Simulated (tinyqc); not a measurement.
From results back to parameters: bond-orbital model of a tetrahedral semiconductor (Harrison's universal couplings).

Problem. In the bond-orbital model the bond-antibond splitting is 2 sqrt(V2^2 + V3^2), Z* = 4 ap - (Z - 4) with ap = V3/sqrt(V2^2 + V3^2), and V2 = 3.22 x 2c/d^2, c = hbar^2/2m0. The values below come from a hidden bond length and V3.

Constants: hbar^2/2m0 = 3.80998211 eV angstrom^2.

Parameters, chosen for this exercise (out of a larger set: near tabulated values for InP; the model gives trends, and its gaps can be far from the real ones; not measured data): Z = 5 (valence electrons of the anion).

splitting = 9.33531 eV
Z* = 1.35450 e

Find: V2, V3; d.

Solution. ap = (Z* + Z - 4)/4; V3 = ap times half the splitting, V2 = sqrt(1 - ap^2) times it, and d = sqrt(6.44 c/V2).

V2, V3 (eV): 3.773  2.748

d = 2.550 angstrom

(tinyqc, `OMP_NUM_THREADS=1 python tinyqc.py 1452898 1452899 out.jsonl`, Intel(R) Xeon(R) Processor @ 2.30GHz, 1 thread, shared host, about 0.01 s.)
